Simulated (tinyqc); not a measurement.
Inside a calculation. Model: Debye-Callaway model of lattice thermal conductivity. Computed by tinyqc, a small Python program that keeps every step. Command: `OMP_NUM_THREADS=1 python tinyqc.py 3027491 3027492 out.jsonl callaway walk`. One thread of a shared host (Intel(R) Xeon(R) Processor @ 2.30GHz), about 0.01 s of CPU time with the checks. Intermediate numbers are printed to about 5 digits and carried at full precision; extremes and crossings named in words are read from the listed rows.

Three acoustic branches with one velocity v, cut at omega_D = k_B Theta/hbar; x = hbar omega/(k_B T). v and Theta are separate inputs: Theta cuts off the heat-carrying modes, so C need not reach 3 k_B/V. gamma is an effective value that sets the umklapp rate. Heat flows along the film.

Inputs (values chosen for the exercise, modelled on germanium):
```
quantity                                value        unit
sound velocity v                         3870         m/s
Debye temperature Theta                   364           K
volume per atom V                        22.6  angstrom^3
mean atomic mass M                      72.63           u
effective Grueneisen parameter gamma     1.91           -
umklapp exponent divisor b                  3           -
vacancy fraction n_v                  0.00018           -
film thickness t                         0.22  micrometre
specularity p                             0.2           -
normal-process factor f_N                 4.5           -
temperature T                             600           K
probe frequency omega/omega_D            0.69           -
```

Sample: film. Point defects: vacancies. Normal processes: included.

Constants: k_B = 1.380649e-23 J/K; hbar = 1.054571817e-34 J s; u = 1.6605390666e-27 kg.

## Mass-fluctuation parameter

A vacancy counts as a mass defect Delta M/M = -3 (the missing mass and twice its bonds), so Gamma = 9 n_v. A = V Gamma/(4 pi v^3).

Gamma = 0.00162

Rayleigh coefficient A = 5.0267e-44 s^3

## Scattering rates at one frequency

Rates: point defects A omega^4; umklapp B omega^2 T exp(-Theta/(b T)) with B = hbar gamma^2/(M v^2 Theta); normal processes f_N B omega^2 T (T/Theta)^2. Film: the bulk time tau of each mode, from the resistive rates above, is multiplied by the Fuchs-Sondheimer factor F = (3/2) int_0^1 (1 - u^2) [1 - (1 - p) (u/d) (1 - E)/(1 - p E)] du, with E = exp(-d/u), d = t/(v tau), by 48 Gauss-Legendre points in z with u = z^4; the boundary rate is defined as 1/(F tau) - 1/tau. The resistive time is tau_R = 1/(boundary + point-defect + umklapp rates), and the free path is v tau_R.

omega = 3.2882e+13 rad/s

Rates:
```
process        rate (1/s)  rate x tau_R
boundaries     5.3539e+09      0.014307
point defects  5.8764e+10       0.15703
umklapp        3.1010e+11       0.82866
normal         4.6412e+12        12.403
```

tau_R = 2.6723e-12 s

free path = 10.342 nm

The strongest resistive process at this frequency: umklapp, 83 % of the resistive rate.

## The integrand on a coarse grid

x runs in ten equal steps to min(Theta/T, 12); g = x^4 e^x/(e^x - 1)^2; tau_C is the inverse of all rates summed; the last column is c tau_C g with c = (k_B/(2 pi^2 v)) (k_B T/hbar)^3.

Integrand:
```
x              g   tau_C (s)  c tau_C g (W/(m K))
0.06067  0.00368  9.0923e-12               2.9306
0.12133  0.01470  2.3668e-12               3.0486
0.18200  0.03303  1.0595e-12               3.0660
0.24267  0.05860  5.9661e-13               3.0627
0.30333  0.09131  3.8145e-13               3.0512
0.36400  0.13104  2.6435e-13               3.0346
0.42467  0.17766  1.9367e-13               3.0141
0.48533  0.23098  1.4777e-13               2.9900
0.54600  0.29082  1.1629e-13               2.9627
0.60667  0.35696  9.3771e-14               2.9323
```

Among these rows the integrand is largest at x = 0.18.

## Thermal conductivity

kappa_1 = c int tau_C g dx, g = x^4 e^x/(e^x - 1)^2, c = (k_B/(2 pi^2 v)) (k_B T/hbar)^3, over 0 < x < min(Theta/T, 40), by 96 Gauss-Legendre points in s with x = x_max s^2; 1/tau_C = 1/tau_R + 1/tau_N; kappa_2 = c [int (tau_C/tau_N) g dx]^2 / int (tau_C/(tau_N tau_R)) g dx; kappa = kappa_1 + kappa_2. Heat capacity C = 3 c int g dx / v^2; grey free path 3 kappa/(C v); the median free path v tau_C halves kappa_1 when the quadrature points are ordered by free path (each counted at half its weight, interpolated in the logarithm); likewise at 10 % and 90 %.

kappa_1 = 1.7856 W/(m K)

kappa_2 = 11.712 W/(m K)

kappa = 13.497 W/(m K)

heat capacity C = 1.2823e+06 J/(m^3 K)

grey free path = 8.1596 nm

median free path = 1.4237 nm

free path at 10 % of kappa_1 = 0.44984 nm

free path at 90 % of kappa_1 = 23.524 nm

The median free path is 0.17 times the grey one. The middle 80 % of kappa_1 spans a factor 52 in free path. The Callaway term kappa_2 is 87 % of the total.

## Leaving out one process at a time

The formulas are those given above.

Conductivity at T:
```
case                   kappa (W/(m K))  ratio to all
all processes                   13.497             1
without point defects           16.965        1.2569
without boundaries              13.712        1.0159
```

Removing point defects raises kappa most, by a factor 1.26; removing boundaries gives only 1.02.

## Conductivity against temperature

The formulas are those given above.

Kappa (W/(m K)):
```
T (K)  all processes  without point defects
22            20.594                 54.768
36            43.865                 125.03
62            68.468                 191.79
110           65.851                 146.48
180           45.999                 82.653
290           28.607                 43.531
470           17.326                 23.025
```

kappa peaks among these rows at 62 K (T/Theta = 0.170) with 68.5 W/(m K). The exponent d ln kappa/d ln T is 1.54 at the cold end and -1.04 at the hot end. The normal rate is taken to grow as T^3 at all T, which overstates it above Theta. Point defects cost most at 36 K, a factor 2.85.

Checks made by the program: heat capacity against the Debye function (relative difference below 1e-10).
